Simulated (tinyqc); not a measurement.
MOS inversion layer, Poisson-Schroedinger loop: one step of the calculation.

Electrons confined at an insulator interface at z = 0, treated as a hard wall; parabolic valleys, Hartree approximation, no image or exchange terms. The depletion charge lies far deeper than the electrons and gives a uniform field q Nd/(eps0 eps_r); the gate balances all charge. Energies are counted from the band edge at the interface.

Question. Density, output potential and mixing. n_i = sum_k N_k |psi_k|^2 (converted to cm^-3). Hartree part by Gauss: on the interval before node i the electrons still beyond are S_i = Ns - hz sum_(j<i) n_j, and U_i = U_(i-1) + q S_i hz/(eps0 eps_r) in eV, U_0 = 0 at the interface. Mixing: U(new) = U + a (U(out) - U).

Parameters, values chosen for the exercise; masses and permittivity close to those of silicon (100):
```
symbol   value   unit                     meaning
eps_r     11.6              relative permittivity
Ns      1.5e12  cm^-2  sheet density of electrons
a          0.3                      mixing factor
```

Constants: q = 1.602176634e-19 C, eps0 = 8.8541878128e-14 F/cm where lengths are in cm. Results are converted to the units shown.

columns A: node; B: z (nm); C: self-consistent potential U at the start (eV); D: |psi|^2 of A1 (1/nm); E: |psi|^2 of A2 (1/nm); F: |psi|^2 of B1 (1/nm); G: |psi|^2 of B2 (1/nm)
```
A      B  C           D           E           F           G
1    2.3  0  0.26308598  0.12703429  0.07906820  0.06909210
2    4.6  0  0.14578717  0.08021822  0.15342352  0.04392580
3    6.9  0  0.02390552  0.17278892  0.12060326  0.00264319
4    9.2  0  0.00191000  0.04885737  0.05710746  0.07416187
5   11.5  0  0.00009098  0.00552925  0.01883549  0.11460319
6   13.8  0  0.00000289  0.00034091  0.00466769  0.08066638
7   16.1  0  0.00000007  0.00001329  0.00091091  0.03545765
8   18.4  0  0.00000000  0.00000036  0.00014459  0.01104540
9   20.7  0  0.00000000  0.00000001  0.00001912  0.00261171
10    23  0  0.00000000  0.00000000  0.00000214  0.00048961
11  25.3  0  0.00000000  0.00000000  0.00000021  0.00007501
12  27.6  0  0.00000000  0.00000000  0.00000002  0.00000959
13  29.9  0  0.00000000  0.00000000  0.00000000  0.00000103
14  32.2  0  0.00000000  0.00000000  0.00000000  0.00000008
```

N_k (cm^-2): A1 2.3174496e11, A2 1.6415549e11, B1 7.2237591e11, B2 3.8172364e11

Wanted: n; U(out); U after round 1.

Answer.

```
node  n (1e18 cm^-3)  U(out) (eV)  U after round 1 (eV)
1             1.6531      0.05382              0.016145
2             1.7455      0.09399              0.028198
3             1.2203      0.11976              0.035929
4             0.7803      0.13547              0.040640
5             0.5828      0.14473              0.043419
6             0.3422      0.14918              0.044755
7             0.1420      0.15081              0.045244
8             0.0432      0.15127              0.045381
9             0.0101      0.15137              0.045412
10            0.0019      0.15139              0.045417
11            0.0003      0.15139              0.045418
12            0.0000      0.15139              0.045418
13            0.0000      0.15139              0.045418
14            0.0000      0.15139              0.045418
```

Computed by the program tinyqc: `OMP_NUM_THREADS=1 python tinyqc.py 2160163 2160164 out.jsonl`, one thread of a shared Intel Xeon 2.30GHz, about 1 s for the whole run.
